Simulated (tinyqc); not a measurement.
Which substrate gives the strongest standing wave: standing waves and exposure in a photoresist film.

Values chosen for the exercise:
```
symbol  value  unit          meaning
lam     365    nm            vacuum wavelength
n1      1.682                resist index
A       0.22   1/micrometre  bleachable absorption (Dill A)
B       0.04   1/micrometre  fixed absorption (Dill B)
```

r12 = (N1 - Ns)/(N1 + Ns) with N1 = n1 + i (A + B) lam/(4 pi), lam in micrometres, and Ns = ns + i ks chosen for the exercise, each substrate thick; contrast 2|r|/(1 + |r|^2); the intensity at the interface relative to the forward wave is |1 + r12|^2.

Cases:
```
case            ns     ks
near W       3.463  2.362
near polySi  4.974  2.533
near Si3N4   2.106  0.000
near Cu      1.263  1.945
near Si      6.650  2.662
```

Rank the cases by |r12|^2, lowest first.

Answer: near Si3N4, near W, near Cu, near polySi, near Si.

Results:
```
case            ns     ks  |r12|^2  contrast  phase (degrees)  |1 + r12|^2
near W       3.463  2.362   0.2716     0.820           -151.8        0.353
near polySi  4.974  2.533   0.3392     0.870           -163.4        0.223
near Si3N4   2.106  0.000   0.0125     0.221            178.9        0.789
near Cu      1.263  1.945   0.3147     0.853           -111.3        0.906
near Si      6.650  2.662   0.4145     0.910           -169.6        0.148
```

The strongest reflector is the case near Si (0.414) and the weakest near Si3N4 (0.0125). The intensity at the interface depends on the phase too: it is lowest for the case near Si (0.148, phase -170 degrees) and highest for near Cu (0.906); a strong reflector with a phase of 180 degrees would put a node there.

Program tinyqc; command `OMP_NUM_THREADS=1 python tinyqc.py 1650882 1650883 out.jsonl`; about 0.01 s on one thread of a shared Intel(R) Xeon(R) Processor @ 2.30GHz.
